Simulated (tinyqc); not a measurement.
Exchange-only LDA atom on a uniform radial grid, spin-unpolarised, for Be(2+), step by step. Computed by tinyqc, a small Python program that keeps every step. Settings: Z = 4, points = 256, R = 4.7, functional = Slater exchange alone, mixing = 0.2, iteration cap = 75. Command: `OMP_NUM_THREADS=1 python tinyqc.py 29502 29503 out.jsonl` (the two numbers bound the seeds that draw the settings). One thread of a shared host (Intel(R) Xeon(R) Processor @ 2.60GHz), about 0.9 s of CPU time with the checks. Later iterations appear only in the table of the cycle.

## Iteration 1

Spherical atom on a uniform radial grid r_j = j h with h = R/(N + 1), h sum u^2 = 1 and integrals as h times sums, u(0) = u(R) = 0 (atomic units):
```
parameter           value
Z                       4
points N              256
R                4.700000
h                0.018288
mixing           0.200000
electrons in 1s         2
```

Three-point differences turn -u''/2 + [l(l+1)/2r^2 - Z/r + V] u = e u into a tridiagonal matrix (diagonal 1/h^2 + potential, off-diagonal -1/2h^2). D = sum f u^2; the Hartree potential y/r solves y'' = -D/r with y(0) = 0, y(R) = N_e; v_xc comes from rho = D/(4 pi r^2); E = sum f e - int D V + int D (V_H/2 + eps_xc); V(new) = V + mixing (V_H + v_xc - V).

eigenvalues (hartree): [-7.989326]

Every 16th grid point:
```
r             V in     u(1s)         D       V_H       v_xc
0.292607  0.000000  1.452002  4.216617  5.406378  -1.552573
0.585214  0.000000  0.901860  1.626701  3.311548  -0.712000
0.877821  0.000000  0.420119  0.352999  2.269167  -0.326519
1.170428  0.000000  0.173961  0.060525  1.707938  -0.149739
1.463035  0.000000  0.067531  0.009121  1.366943  -0.068669
1.755642  0.000000  0.025167  0.001267  1.139177  -0.031491
2.048249  0.000000  0.009118  0.000166  0.976443  -0.014442
2.340856  0.000000  0.003236  0.000021  0.854388  -0.006623
2.633463  0.000000  0.001131  2.56e-06  0.759456  -0.003037
2.926070  0.000000  0.000390  3.04e-07  0.683511  -0.001393
3.218677  0.000000  0.000133  3.55e-08  0.621373  -0.000639
3.511284  0.000000  0.000045  4.08e-09  0.569592  -0.000293
3.803891  0.000000  0.000015  4.60e-10  0.525777  -0.000134
4.096498  0.000000  0.000005  5.05e-11  0.488222  -0.000061
4.389105  0.000000  1.53e-06         0  0.455674  -0.000026
4.681712  0.000000  7.23e-08         0  0.427194   0.000000
```

total energy = -13.12371631 hartree

## Iteration 2

As before.

eigenvalues (hartree): [-7.278584]

Every 16th grid point:
```
r             V in     u(1s)         D       V_H       v_xc
0.292607  0.770761  1.438060  4.136035  5.348283  -1.542619
0.585214  0.519910  0.916531  1.680059  3.300206  -0.719701
0.877821  0.388530  0.441604  0.390027  2.267414  -0.337558
1.170428  0.311640  0.189927  0.072145  1.707696  -0.158766
1.463035  0.259655  0.076788  0.011793  1.366912  -0.074809
1.755642  0.221537  0.029862  0.001784  1.139173  -0.035296
2.048249  0.192400  0.011308  0.000256  0.976443  -0.016670
2.340856  0.169553  0.004199  0.000035  0.854388  -0.007879
2.633463  0.151284  0.001537  4.72e-06  0.759456  -0.003726
2.926070  0.136424  0.000556  6.18e-07  0.683511  -0.001763
3.218677  0.124147  0.000199  7.93e-08  0.621373  -0.000835
3.511284  0.113860  0.000071  1.00e-08  0.569592  -0.000395
3.803891  0.105129  0.000025  1.25e-09  0.525777  -0.000187
4.096498  0.097632  0.000009  1.50e-10  0.488222  -0.000088
4.389105  0.091129  2.74e-06  1.50e-11  0.455674  -0.000039
4.681712  0.085439  1.32e-07         0  0.427194   0.000000
```

total energy = -13.17887027 hartree

## Convergence

Stop when input and output potentials agree to 1e-7.

Course of the cycle (hartree):
```
iteration             E      e(1s)  largest |V(out) - V(in)|
1          -13.12371631  -7.989326                  4.87e+00
2          -13.17887027  -7.278584                  3.80e+00
3          -13.21450946  -6.723536                  2.96e+00
4          -13.23720282  -6.289764                  2.30e+00
5          -13.25146828  -5.950537                  1.79e+00
6          -13.26033736  -5.685073                  1.39e+00
7          -13.26580028  -5.477208                  1.08e+00
8          -13.26913923  -5.314352                  8.36e-01
9          -13.27116712  -5.186692                  6.49e-01
10         -13.27239245  -5.086571                  5.04e-01
11         -13.27312984  -5.008011                  3.91e-01
...                 ...        ...                       ...
65         -13.27422811  -4.719159                  1.18e-06
66         -13.27422811  -4.719159                  9.43e-07
67         -13.27422811  -4.719159                  7.52e-07
68         -13.27422811  -4.719159                  5.99e-07
69         -13.27422811  -4.719159                  4.78e-07
70         -13.27422811  -4.719159                  3.81e-07
71         -13.27422811  -4.719159                  3.04e-07
72         -13.27422811  -4.719159                  2.43e-07
73         -13.27422811  -4.719159                  1.94e-07
74         -13.27422811  -4.719159                  1.54e-07
75         -13.27422811  -4.719159                  1.23e-07
```

Not converged within 75 iterations: the residual falls steadily but slowly, by a factor of about 0.80 a step. Reruns (cap 100 unless said): mixing 0.3: converged in 48; mixing 0.6: converged in 20; the original settings with a cap of 400: converged in 76. Even converged, this uniform grid resolves the cusp poorly and misses the energy of the atom.
